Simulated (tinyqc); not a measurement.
# Single-electron transistor, orthodox theory and master equation: linear conductance against temperature

A metal island with n extra electrons joins the left lead (voltage V) and the right lead (0 V) by tunnel junctions and couples to a gate. Cs = CL + CR + Cg. Adding electron n + 1 costs mu(n) = [q (n + 1/2) - CL V - Cg Vg]/Cs (in volts); the Fermi levels are -V (left) and 0 (right). A jump that gains the energy W has the rate G(W) = (W/q)/(R [1 - exp(-W/Vt)]), W in volts, Vt = kB T/q. Sequential tunnelling only; I > 0 flows from left to right.

Onto the island: from the left W = -V - mu(n), from the right W = -mu(n); off the island (n + 1 to n): to the left W = mu(n) + V, to the right W = mu(n). Steady state: p(n + 1)/p(n) = (sum of on rates)/(sum of off rates), normalised. I = q sum_n [p(n + 1) (off to left) - p(n) (on from left)]. Enough charge states are kept that the digits shown do not change. The conductance is dI/dV at V = 0 times RL + RR, at Vg = q/(2 Cg) (peak) and Vg = 0 (valley).

Inputs (values chosen for the exercise):
```
symbol  value  unit                            meaning
CL          7    aF   capacitance of the left junction
CR         13    aF  capacitance of the right junction
Cg        5.4    aF                   gate capacitance
RL        140  kohm    resistance of the left junction
RR        140  kohm   resistance of the right junction
```

Constants: q = 1.602176634e-19 C, kB = 1.380649e-23 J/K, Vt = kB T/q. Results are converted to the units shown.

Results:
```
T (K)  kB T/(q^2/Cs)    peak     valley
1.2          0.01639  0.5000  3.464e-12
1.8          0.02459  0.5000   6.008e-8
2.8          0.03825  0.5000   5.503e-5
4.2          0.05738  0.5000   0.002862
6.3          0.08607  0.5001    0.03474
9.5           0.1298  0.5032     0.1603
14            0.1913  0.5254     0.3607
33            0.4508  0.6996     0.6974
49            0.6694  0.7837     0.7837
```

Estimate the missing row, T = 22 K.

Computed row:
```
T (K)  kB T/(q^2/Cs)    peak  valley
22            0.3006  0.6025  0.5723
```

With this row back in the table: At low temperature the peak is 0.500, the limit 1/2 of a metal island with only two charge states in play; it rises from 0.500 to 0.784, and the valley rises from 3.46e-12 to 0.784. Among the rows the valley is within 10 % of the peak from kB T = 0.30 q^2/Cs on: the oscillation is washed out.

Range of the model: Cotunnelling, which dominates deep in the blockade, is left out.

Computed by the program tinyqc: `OMP_NUM_THREADS=1 python tinyqc.py 2780007 2780008 out.jsonl`, one thread of a shared Intel Xeon 2.30GHz, about 0.01 s for the whole run.
